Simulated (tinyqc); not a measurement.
Resistance of a tapered via with liner, size effect and interface: two steps of the calculation.

A round via whose diameter grows from db at the bottom as D(z) = db + 2 z/tan(ang). The fill, of diameter D - 2 tl, starts above the bottom liner (thickness fb tl) and has rho = rho0 (1 + ks lam/(D - 2 tl)); the sidewall liner conducts in parallel with it. The bottom liner and the interface are crossed over the full area pi db^2/4. Spreading in the lines above and below is left out.

Inputs (values chosen for the exercise); fill metal close to cobalt:
- db = 48 nm (diameter at the bottom)
- hv = 180 nm (height)
- ang = 85 degrees (sidewall angle)
- rho0 = 6.08 uohm cm (bulk resistivity of the fill)
- lam = 11.9 nm (mean free path of the fill)
- ks = 1.3 (size-effect factor)
- tl = 1.5 nm (liner on the sidewall)
- fb = 1 (liner at the bottom over that on the sidewall)
- rl = 470 uohm cm (resistivity of the liner)
- ri = 1.1e-12 ohm cm^2 (interface resistivity at the bottom)
- Sb = 1e15 S/m^2 (ballistic conductance per area, about 3/(4 rho0 lam))

Problem 1. Slices of the via. Slices between z0 = fb tl and hv, evaluated at their midpoints: conductance per length pi/4 [(D - 2 tl)^2/rho + (D^2 - (D - 2 tl)^2)/rl], slice resistance = slice height over that. 8 slices.

Find: z; D; rho; slice resistance.

Solution 1.

```
slice,z (nm),D (nm),rho (uohm cm),slice resistance (ohm)
0,12.656,50.215,8.0721,1.0264
1,34.969,54.119,7.9200,0.85929
2,57.281,58.023,7.7894,0.72958
3,79.594,61.927,7.6762,0.62695
4,101.91,65.831,7.5770,0.54440
5,124.22,69.735,7.4894,0.47704
6,146.53,73.640,7.4115,0.42138
7,168.84,77.544,7.3418,0.37487
```

Problem 2. Total resistance. R_fill = sum of the slices; R_bottom = rl fb tl/(pi db^2/4); R_interface = ri/(pi db^2/4); ballistic (Sharvin) limit 1/(Sb pi (db - 2 tl)^2/4); ideal cylinder rho0 hv/(pi db^2/4).

```
slice,slice resistance (ohm)
0,1.0264029
1,0.85928861
2,0.72957679
3,0.62694975
4,0.54440112
5,0.47704224
6,0.42138061
7,0.37486890
```

Give: parts; R; shares; ballistic limit; ideal cylinder.

Solution 2.

parts (ohm): fill 5.060, bottom liner 3.896, interface 0.06079
R = 9.017 ohm
shares (%): fill 56.12, bottom liner 43.21, interface 0.67
ballistic limit = 0.6288 ohm
ideal cylinder = 6.048 ohm

The fill is the largest part, and R is 1.49 times the ideal cylinder. With 2000 slices R = 9.0242 ohm.

tinyqc, about 0.01 s, one thread, Intel Xeon 2.30GHz (shared host): `OMP_NUM_THREADS=1 python tinyqc.py 2750126 2750127 out.jsonl`
